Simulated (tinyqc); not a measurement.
Worked calculation: Slater-Koster d bands of an fcc metal. Values are carried at full precision from step to step, so a last printed digit may differ when a step is redone from the rounded ones.

Slater-Koster d bands. For a bond with direction cosines (l, m, n) the 5 x 5 block is dds Ps + ddp Pp + ddd (1 - Ps - Pp), the projectors on sigma, pi and delta states about the bond; for instance <xy|xy> = 3 l^2 m^2 dds + (l^2 + m^2 - 4 l^2 m^2) ddp + (n^2 + l^2 m^2) ddd, <xy|yz> = 3 l m^2 n dds + l n (1 - 4 m^2) ddp + l n (m^2 - 1) ddd and <3z2-r2|3z2-r2> = (n^2 - (l^2 + m^2)/2)^2 dds + 3 n^2 (l^2 + m^2) ddp + (3/4)(l^2 + m^2)^2 ddd. H(k) sums the blocks times cos(k.R) over the neighbours; the d level is the zero of energy; k in 2 pi/a.

Parameters, chosen for this exercise (of the size met in Cu; shifted at random, so the results belong to these values and not to a real crystal): dds = -0.364 eV (dd sigma); ddp = 0.175 eV (dd pi); ddd = -0.018 eV (dd delta); k = (0.39, 0.13, 0.13) 2 pi/a (wave vector); Nd = 9 (d electrons per atom).

## The block of one bond

Direction (1,1,0)/sqrt2; its eigenvalues must be dds once, ddp twice and ddd twice.

block (eV), lower triangle:
```
             xy      yz      zx   x2-y2   3z2-r2
xy      -0.2775
yz            0  0.0785
zx            0  0.0965  0.0785
x2-y2         0       0       0  0.1750
3z2-r2   0.1498       0       0       0  -0.1045
```

## Levels at Gamma

Neighbours: twelve at (a/2)(1,1,0) and equivalents.

Summing the blocks at k = 0 gives E(t2g) = 3 dds + 4 ddp + 5 ddd, E(eg) = 1.5 dds + 6 ddp + 4.5 ddd.

levels (eV): t2g (threefold) -0.4820, eg (twofold) 0.4230

The t2g level lies lower, by 0.9050 eV.

## The Hamiltonian at one k

Sum over the neighbours.

H(k) (eV), lower triangle:
```
             xy       yz      zx   x2-y2  3z2-r2
xy       0.0170
yz      -0.1442  -0.7397
zx      -0.0609  -0.1442  0.0170
x2-y2         0  -0.0819  0.1939  0.0579
3z2-r2  -0.2239   0.0473  0.1120  0.2573  0.3550
```

## Levels and character

Diagonalise H; t2g is xy, yz, zx and eg the other two.

levels (eV): -0.7988  -0.2216  -0.0564  0.1462  0.6378

weights:
```
     band 1  band 2  band 3  band 4  band 5
t2g   0.995   0.370   0.806   0.635   0.194
eg    0.005   0.630   0.194   0.365   0.806
```

## Levels at points of symmetry

Coordinates: G (0, 0, 0), X (1, 0, 0), W (1, 0.5, 0), L (0.5, 0.5, 0.5), K (0.75, 0.75, 0); the others lie half way.

Levels (eV):
```
k        band 1  band 2  band 3  band 4  band 5
G        -0.482  -0.482  -0.482   0.423   0.423
G-X 0.5  -1.110  -0.418   0.314   0.314   0.700
X        -1.738  -1.259   0.977   1.110   1.110
W        -0.700  -0.314  -0.314   0.418   1.110
L        -0.772  -0.566  -0.566   0.952   0.952
L-G 0.5  -0.627  -0.307  -0.307   0.471   0.471
K        -1.217  -0.586   0.527   0.546   0.913
```

On these points the bands run from -1.738 (X) to 1.110 eV (X and W).

## Second moment and the rectangular band

mu2 = z (dds^2 + 2 ddp^2 + 2 ddd^2)/5 per orbital, with z = 12. A rectangular band with the same mu2 has width W = sqrt(12 mu2), Fermi level W (Nd/10 - 1/2) and bond energy -W Nd (10 - Nd)/20 (Friedel).

mu2 = 0.4665 eV^2
W = 2.3661 eV
Fermi level = 0.9464 eV
bond energy per atom = -1.0648 eV

The bond energy is the attractive part alone; the repulsion between atoms, left out, cancels a large share of it in the cohesive energy.

## Checks

- Levels at Gamma from the formulas against H(0): they agree to 1e-10 or better.
- Second moment from the formula against the mean square level on the mesh: both 0.466546.

tinyqc: `OMP_NUM_THREADS=1 python tinyqc.py 1451618 1451619 out.jsonl`; about 0.03 s, one thread, shared Intel(R) Xeon(R) Processor @ 2.30GHz.
